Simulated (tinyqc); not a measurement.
Coulomb enhancement above the gap: Wannier exciton and Elliott formula.

Parameters, chosen for this exercise (out of a larger set: near those of GaAs; not measured data): xs = (0.077, 0.23, 0.77, 2.3, 4, 8.7, 26, 120) ((E - Eg)/Ry*).

Ry* = 3.9904 meV

With x = (E - Eg)/Ry* and y = pi/sqrt(x): S3 = y exp(y)/sinh(y), and S2 = exp(y)/cosh(y). Free-pair absorption goes as sqrt(x) in three dimensions and is constant in two.

Factors:

| x | E - Eg (meV) | sqrt(x) | S3 | S3 sqrt(x) | S2 |
|---|---|---|---|---|---|
| 0.077 | 0.31 | 0.277 | 22.643 | 6.283 | 2.000 |
| 0.23 | 0.92 | 0.480 | 13.101 | 6.283 | 2.000 |
| 0.77 | 3.07 | 0.877 | 7.166 | 6.288 | 1.998 |
| 2.3 | 9.18 | 1.517 | 4.210 | 6.385 | 1.969 |
| 4.0 | 15.96 | 2.000 | 3.283 | 6.567 | 1.917 |
| 8.7 | 34.72 | 2.950 | 2.417 | 7.130 | 1.788 |
| 26 | 103.75 | 5.099 | 1.740 | 8.870 | 1.548 |
| 1.2e+02 | 478.85 | 10.954 | 1.314 | 14.395 | 1.279 |

In three dimensions the product tends to 2 pi = 6.283 at the edge (6.283 in the first row), so the square-root onset becomes a step. Even 479 meV above the gap the enhancement is 1.31; it decays only as 1 + pi/sqrt(x) = 1.29. In two dimensions it never exceeds 2 and has fallen to 1.28. The last rows lie beyond the range of parabolic bands.

tinyqc: `OMP_NUM_THREADS=1 python tinyqc.py 1280247 1280248 out.jsonl`; about 0.01 s, one thread, shared Intel(R) Xeon(R) Processor @ 2.30GHz.
